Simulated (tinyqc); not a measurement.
What each parameter does: six-band Luttinger-Kohn model with strain.

Six-band Luttinger-Kohn model in the basis |3/2,3/2>, |3/2,1/2>, |3/2,-1/2>, |3/2,-3/2>, |1/2,1/2>, |1/2,-1/2>, electron energies, zero at the top of the unstrained valence band. H = -[rows: (P+Q, -S, R, 0, -S/r2, r2 R); (-S*, P-Q, 0, R, -r2 Q, r32 S); (R*, 0, P-Q, S, r32 S*, r2 Q); (0, R*, S*, P+Q, -r2 R*, -S*/r2); (-S*/r2, -r2 Q, r32 S, -r2 R, P+Dso, 0); (r2 R*, r32 S*, r2 Q, -S/r2, 0, P+Dso)], r2 = sqrt(2), r32 = sqrt(3/2). Levels are twofold.

P = c g1 k^2 - av tr(e); Q = c g2 (kx^2 + ky^2 - 2 kz^2) - (b/2)(exx + eyy - 2 ezz); R = c sqrt3 [-g2 (kx^2 - ky^2) + 2i g3 kx ky] + (sqrt3/2) b (exx - eyy) - i d exy; S = 2 c sqrt3 g3 (kx - i ky) kz - d (exz - i eyz); c = hbar^2/2m0, e the strain tensor (not engineering shear).

s11 = (C11 + C12)/((C11 - C12)(C11 + 2 C12)), s12 = -C12/((C11 - C12)(C11 + 2 C12)), s44 = 1/C44; exx = s11 sxx + s12 (syy + szz) and cyclic, exy = s44 sxy/2; tension is positive. A uniaxial stress X along the unit vector n is s_ij = X n_i n_j.

Constants: hbar^2/2m0 = 3.80998211 eV angstrom^2.

Values chosen for the exercise (near those of Si; not measured data):
- Dso = 0.043 eV (spin-orbit splitting)
- g1 = 4.28 (Luttinger gamma1)
- g2 = 0.34 (gamma2)
- g3 = 1.45 (gamma3)
- av = 2.53 eV (valence hydrostatic potential)
- b = -2.07 eV (tetragonal shear potential)
- d = -4.82 eV (trigonal shear potential)
- C11 = 165.3 GPa
- C12 = 64.5 GPa
- C44 = 77.9 GPa
- load = uniaxial [100] (kind of stress)
- X = 1.52 GPa (stress)

Edges at k = 0 under a uniaxial [100] stress X and the curvature mass of the top pair along [100] (step 0.0002 1/angstrom).

Results for these values:
```
case  top (eV)  second (eV)  third (eV)  mass (m0)
base    0.0443       0.0205     -0.0686      0.278
```

What happens to each result for X = 1.824 GPa, all else kept?

Answer: top rises from 0.0443 to 0.0531; second rises from 0.0205 to 0.0285; third falls from -0.0686 to -0.0776; mass does not change at the printed digits.

The same for each parameter in turn:
```
case              top (eV)  second (eV)  third (eV)  mass (m0)
base                0.0443       0.0205     -0.0686      0.278
d = -5.784 eV       0.0443       0.0205     -0.0686      0.278
Dso = 0.052 eV      0.0443       0.0168     -0.0739      0.278
X = 1.824 GPa       0.0531       0.0285     -0.0776      0.278
g2 = 0.272          0.0443       0.0205     -0.0686      0.268
C11 = 132.24 GPa    0.0612       0.0357     -0.0957      0.278
C12 = 77.4 GPa      0.0478       0.0234     -0.0781      0.278
av = 3.036 eV       0.0469       0.0231     -0.0660      0.278
```

The Luttinger parameters multiply k^2 and cannot move the edges; av shifts all edges alike and leaves the mass.

Run: tinyqc, `OMP_NUM_THREADS=1 python tinyqc.py 1080503 1080504 out.jsonl`; Intel(R) Xeon(R) Processor @ 2.30GHz, one thread, shared host; about 0.08 s of CPU time with all checks.
